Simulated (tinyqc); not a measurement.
# Changing the solids volume fraction c0

Model: spin coating of a resist or spin-on film: centrifugal thinning, evaporation and the final thickness (Emslie and Meyerhofer models). Computed by tinyqc, a small Python program. Command: `OMP_NUM_THREADS=1 python tinyqc.py 3112936 3112937 out.jsonl spincoat sweep`. One thread of a shared host (Intel(R) Xeon(R) Processor @ 2.30GHz), about 0.2 s of CPU time with the checks.

A Newtonian film stays uniform over the wafer; solvent and solids have the same density and the concentration is uniform through the thickness.

Inputs (values chosen for the exercise, of the order of those of a polymer resist in an ester solvent):
```
quantity                                 value          unit
kinematic viscosity of the solvent nu_s    1.5        mm^2/s
viscosity constant k                      3000        mm^2/s
viscosity exponent gamma                     3             -
spin speed f                              1500           rpm
evaporation rate at 1000 rpm e0           0.12  micrometre/s
starting thickness h0                      400    micrometre
wafer radius R                             150            mm
shrinkage in the bake                      8.6             %
```

Method:
- omega = 2 pi f/60; nu(c) = nu_s + k c^gamma; evaporation rate e = e0 sqrt(f/1000 rpm).
- Flow constant K = 2 omega^2/(3 nu(c0)); Reynolds number of the air omega R^2/nu_air with nu_air = 15 mm^2/s.
- Meyerhofer estimate: flow rules until (1 - c0) K h^3 = e, then evaporation alone: h_w = (e/((1 - c0) K))^(1/3), dry film c0 h_w.
- Full model for solids s and liquid l per area, h = s + l, c = s/h: ds/dt = -c Q, dl/dt = -(1 - c) Q - e, Q = 2 omega^2 h^3/(3 nu(c)); integrated adaptively (relative tolerance 1e-9) until l = 0.
- Dry film = s at l = 0, before the bake; film after the bake = s x (1 - shrinkage).

One run for each value:
```
solids volume fraction c0  dry film (nm)  nu(c0) (mm^2/s)  dry film, estimate (nm)  time to dry (s)
0.010                               23.9             1.50                     23.8           19.415
0.016                               38.5             1.51                     38.3           19.411
0.025                               61.7             1.55                     60.5           19.566
0.040                              105.9             1.69                    100.3           20.340
0.063                              195.2             2.25                    175.1           22.776
0.100                              413.9             4.50                    354.8           28.846
0.160                              990.5            13.79                    843.8           40.275
0.250                             2373.4            48.38                   2080.4           55.785
0.400                             6051.6           193.50                   5692.0           73.265
```

What does the table show, and why?

Over the rows, dry film (nm) rises from 23.9 to 6050 (exponent d ln y / d ln x 1.0 between the first rows and 2.0 between the last); nu(c0) (mm^2/s) rises from 1.50 to 194 (exponent d ln y / d ln x 0.013 between the first rows and 2.9 between the last); dry film, estimate (nm) rises from 23.8 to 5690 (exponent d ln y / d ln x 1.0 between the first rows and 2.1 between the last). In the estimate the dry film goes as c0 (nu/(1 - c0))^(1/3), so its exponent rises above 1 once the solids raise the viscosity.
